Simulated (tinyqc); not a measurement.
From results back to parameters: valley splitting in a one-orbital chain of atomic planes (second-neighbour model). Five cases, with inputs chosen for the exercise.

Problem. For E(phi) = e0 + 2 v cos(phi) + 2 u cos(2 phi) with u, v > 0 and planes a/4 apart, the heights of the band at phi = 0 and phi = pi above its minimum were computed from hidden u and v; c = hbar^2/2m0.

Constants: hbar^2/2m0 = 3.80998211 eV angstrom^2.

Case 1.

Values chosen (out of a larger set: near those of the Delta valleys of silicon; abrupt walls in this chain split the valleys several times more than measured wells; not measured data): a = 5.426 angstrom (lattice constant; planes lie a/4 apart).

E(0) - Emin = 3.940684 eV
E(pi) - Emin = 1.320684 eV

Case 2.

Values chosen (out of a larger set: near those of the Delta valleys of silicon; abrupt walls in this chain split the valleys several times more than measured wells; not measured data): a = 5.423 angstrom (lattice constant; planes lie a/4 apart).

E(0) - Emin = 3.675261 eV
E(pi) - Emin = 1.383261 eV

Case 3.

Values chosen (out of a larger set: near those of the Delta valleys of silicon; abrupt walls in this chain split the valleys several times more than measured wells; not measured data): a = 5.424 angstrom (lattice constant; planes lie a/4 apart).

E(0) - Emin = 4.281685 eV
E(pi) - Emin = 1.233685 eV

Case 4.

Values chosen (out of a larger set: near those of the Delta valleys of silicon; abrupt walls in this chain split the valleys several times more than measured wells; not measured data): a = 5.43 angstrom (lattice constant; planes lie a/4 apart).

E(0) - Emin = 3.677160 eV
E(pi) - Emin = 1.437160 eV

Case 5.

Values chosen (out of a larger set: near those of the Delta valleys of silicon; abrupt walls in this chain split the valleys several times more than measured wells; not measured data): a = 5.436 angstrom (lattice constant; planes lie a/4 apart).

E(0) - Emin = 3.819126 eV
E(pi) - Emin = 1.303126 eV

Find: u, v; phi0; mass at the minimum.

Solution. E - Emin = 4u (cos(phi) + v/(4u))^2. The difference of the two heights is 4v, and for v < 4u the sum of their square roots is 4 sqrt(u). The mass is (2c)/((a/4)^2 (8u - v^2/(2u))).

Case 1.

u, v (eV): 0.614  0.655

phi0 = 1.8408 rad
mass at the minimum = 0.908 m0

Case 2.

u, v (eV): 0.598  0.573

phi0 = 1.8127 rad
mass at the minimum = 0.919 m0

Case 3.

u, v (eV): 0.632  0.762

phi0 = 1.8770 rad
mass at the minimum = 0.902 m0

Case 4.

u, v (eV): 0.607  0.560

phi0 = 1.8035 rad
mass at the minimum = 0.899 m0

Case 5.

u, v (eV): 0.599  0.629

phi0 = 1.8364 rad
mass at the minimum = 0.925 m0

Computed by tinyqc, one run a case: `OMP_NUM_THREADS=1 python tinyqc.py N N+1 out.jsonl` with N = 1450417, 1450584, 1450627, 1450709, 1450711; one thread of a shared Intel(R) Xeon(R) Processor @ 2.30GHz, about 0.02 s a run at most.
